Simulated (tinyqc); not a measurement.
Raising U: Hubbard chain of 3 sites, mean field against exact. Computed by the program tinyqc. Collinear unrestricted mean field (the lowest of 40 random starts) against exact diagonalisation.

one-body matrix (hopping and site energies) (eV):
```
         1        2        3
1  -0.3800  -1.3300   0.0000
2  -1.3300  -0.5000  -1.3300
3   0.0000  -1.3300  -0.3700
```

electrons, up and down: 2  1

Exact and mean-field results (eV):
```
U            U/t    E exact  E mean field  mean |n_up - n_down|  double occupancy, exact  first gap in the sector
0.6700    0.5038  -4.614874     -4.599195                0.3675                   0.1884                   1.7799
1.3300    1.0000  -4.262046     -4.202080                0.4126                   0.1680                   1.6781
2.6600    2.0000  -3.671766     -3.467876                0.5553                   0.1287                   1.4469
3.9900    3.0000  -3.226203     -2.903708                0.7287                   0.0960                   1.2288
5.3200    4.0000  -2.894420     -2.533517                0.8373                   0.0716                   1.0463
7.9800    6.0000  -2.456160     -2.123825                0.9262                   0.0417                   0.7850
10.6400   8.0000  -2.191360     -1.909720                0.9584                   0.0263                   0.6186
15.9600  12.0000  -1.897417     -1.691798                0.9815                   0.0128                   0.4287
26.6000  20.0000  -1.645087     -1.515672                0.9933                   0.0049                   0.2627
```

What does the comparison show, and why?

In absolute terms mean field is worst at U/t = 4.0, 0.361 eV too high: at small U it is nearly exact, and at large U it misses only exchange-scale energies. Relative to the exact energy its error is 0.3 % at the smallest U, 14 % at most and 8 % at the largest. The double occupancy falls from 0.188 to 0.005.
